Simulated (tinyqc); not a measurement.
Strain as a design knob: strained quantum well: band edges, subbands and transparency.

Growth on (001), barriers unstrained: tr(e) = e (2 - nu2), Z = b e (1 + nu2); Ec = Ev + Eg + ac tr(e), E_HH = Ev + av tr(e) + Z, E_LH = Ev + av tr(e) - Z (coupling to the split-off band left out).

Masses along z: me, 1/(g1 - 2 g2) for HH, 1/(g1 + 2 g2) for LH, likewise in the barrier; in the plane me, 1/(g1 + g2) for HH and 1/(g1 - g2) for LH (no mixing, which understates the hole masses away from k = 0). Level n solves k L + 2 atan[(k/m)/(kappa/mb)] = n pi, k = sqrt(m E/c), kappa = sqrt(mb (V - E)/c), c = hbar^2/2m0.

Transparency (Bernard-Duraffourg): Fc - Fv equals the lowest transition energy with n = p, n = sum m/(2 pi c) kB T ln(1 + exp((Fc - E)/kB T)) and p likewise over the listed subbands; c = hbar^2/2m0, 1/angstrom^2 = 1e16/cm^2.

Constants: hbar^2/2m0 = 3.80998211 eV angstrom^2; kB = 8.617333262e-05 eV/K; hc = 1239.841984 eV nm.

Inputs chosen for the exercise (near those of a GaAsP/AlGaAs well; the results hold for these values, not for the real material):
- nu2 = 0.919 (2 C12/C11)
- Eg = 1.62 eV (unstrained gap of the well)
- Ev = -0.875 eV (its valence edge)
- ac = -7.33 eV
- av = 1.25 eV (Ev moves by av tr(e))
- b = -1.94 eV (shear potential)
- Egb = 1.917 eV (gap of the barrier)
- Evb = -1 eV (its valence edge)
- L = 50 angstrom (well width)
- me = 0.0771 m0 (electron mass)
- g1 = 6.51 (gamma1)
- g2 = 1.81 (gamma2)
- meb = 0.1 m0
- g1b = 5.7
- g2b = 1.6
- T = 300 K (temperature)
- es = (-0.014, -0.008, -0.003, 0, 0.003, 0.007, 0.012) (strains)

Only the strain is changed; the unstrained gap and the masses are kept.

Results:

| e (%) | wavelength (nm) | top hole | hh1 - lh1 (meV) | n_tr (1e12/cm^2) | share in top |
|---|---|---|---|---|---|
| -1.4 | 706 | hh1 | 111 | 0.757 | 0.88 |
| -0.8 | 715 | hh1 | 76 | 0.785 | 0.82 |
| -0.3 | 723 | hh1 | 45 | 0.856 | 0.67 |
| 0.0 | 728 | hh1 | 26 | 0.940 | 0.54 |
| 0.3 | 734 | hh1 | 6 | 1.079 | 0.39 |
| 0.7 | 751 | lh1 | -20 | 1.043 | 0.75 |
| 1.2 | 778 | lh1 | -53 | 0.963 | 0.90 |

n_tr is largest at e = +0.3 % (1.08), where hh1 - lh1 = 6 meV and the top subband holds 39 % of the holes, and smallest, 0.76, at -1.4 %. The top hole level turns from hh to lh, and the light from TE to TM, between +0.3 and +0.7 %. The wavelength runs from 706 to 778 nm.

tinyqc: `OMP_NUM_THREADS=1 python tinyqc.py 1252508 1252509 out.jsonl`; about 0.01 s, one thread, shared Intel(R) Xeon(R) Processor @ 2.30GHz.
